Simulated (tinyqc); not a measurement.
# Composition from the perpendicular lattice constant

Question. The layer is x parts of the first compound and 1 - x of the second, grown coherently on the second as substrate and barrier. Rows of the table: lattice constant a, average valence level Ea on an absolute scale, spin-orbit splitting so, gaps at Gamma, X and L, hydrostatic deformation potentials av and ac (Gamma), shear potential b, elastic constants, electron and heavy-hole (along z) masses. All are interpolated linearly in x; gaps get -C x (1 - x), taken wholly in the conduction band; real line-ups can differ from this model by 0.1 eV or more. In-plane strain e = (a_substrate - a)/a, e_z = -2 (c12/c11) e, volume change 2 e + e_z. X-ray diffraction gives a_z = a (1 + e_z) of the coherent layer. Find x, e and the relaxed Gamma gap.

Inputs (values chosen for the exercise): bowing of the Gamma gap CG = 0.1 eV; bowing of the X gap CX = 0.27 eV; bowing of the L gap CL = 0.27 eV.

Binary compounds, values chosen for the exercise:
```
              close to InAs  close to InP
a (angstrom)          6.058         5.869
Ea (eV)               -6.67         -7.04
so (eV)               0.384         0.109
EG (eV)               0.351          1.34
EX (eV)                1.36          2.18
EL (eV)                1.08          1.91
av (eV)                1.01          1.29
ac (eV)               -5.12         -5.07
b (eV)                -1.79         -1.71
c11 (GPa)              84.5           101
c12 (GPa)              45.5          56.6
me (m0)              0.0233          0.08
mh (m0)               0.327         0.532
```

lattice constant along the growth direction = 5.92098809 angstrom

Answer. a_z changes steadily with x, about (1 + 2 c12/c11) times as fast as the relaxed lattice constant, so one composition matches.

x = 0.130
e = -0.417 %
relaxed Gamma gap = 1.20 eV

Computed by the program tinyqc: `OMP_NUM_THREADS=1 python tinyqc.py 2690104 2690105 out.jsonl`, one thread of a shared Intel Xeon 2.30GHz, about 0.01 s for the whole run.
